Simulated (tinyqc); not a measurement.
# Quantum point contact as a saddle point: conductance steps

Potential V0 - m wx^2 x^2/2 + m wy^2 y^2/2; energies are counted from V0. Mode n = 0, 1, ... transmits T_n(E) = 1/(1 + exp(-2 pi (E - E_n)/wx)), E_n = wy (n + 1/2); each mode carries 2 q^2/h.

g(T) = int g(E) (-df/dE) dE = int g(mu + x kB T) dx/(4 cosh^2(x/2)), g(E) the zero-temperature value at E, g = G/(2 q^2/h).

Inputs (values chosen for the exercise):
- T = 2.5 K (temperature)
- wy = 3.6 meV (transverse quantum hbar wy)
- wx = 1.9 meV (curvature of the barrier hbar wx)

Constants: q = 1.602176634e-19 C, kB = 1.380649e-23 J/K, Vt = kB T/q. Results are converted to the units shown.

Conductance steps:
```
mu (meV)  g at T = 0      g(T)  dg/dmu (1/meV)
0           0.002593  0.006351         0.01965
0.77         0.03210   0.06032          0.1617
1.54          0.2974    0.3394          0.5780
2.31          0.8438    0.7889          0.4410
3.09          0.9866    0.9720         0.08809
3.86           1.005     1.011         0.05101
4.63           1.073     1.117          0.2850
5.4            1.500     1.500          0.6381
6.17           1.927     1.883          0.2850
6.94           1.995     1.989         0.05101
7.71           2.013     2.028         0.08809
8.49           2.156     2.211          0.4410
9.26           2.703     2.661          0.5782
10.03          2.968     2.940          0.1635
10.8           3.000     3.000         0.03930
```

g rises from 0.00635 to 3.00. The slope is smallest, 0.0393 per meV, at mu = 10.8 meV (g = 3.00) and largest, 0.638, at 5.4 meV among the rows after the first. A riser is wx/(2 pi) = 0.302 meV wide by tunnelling and kB T = 0.215 meV by heat, against the spacing wy = 3.6 meV.

Computed by the program tinyqc: `OMP_NUM_THREADS=1 python tinyqc.py 2740107 2740108 out.jsonl`, one thread of a shared Intel Xeon 2.30GHz, about 0.07 s for the whole run.
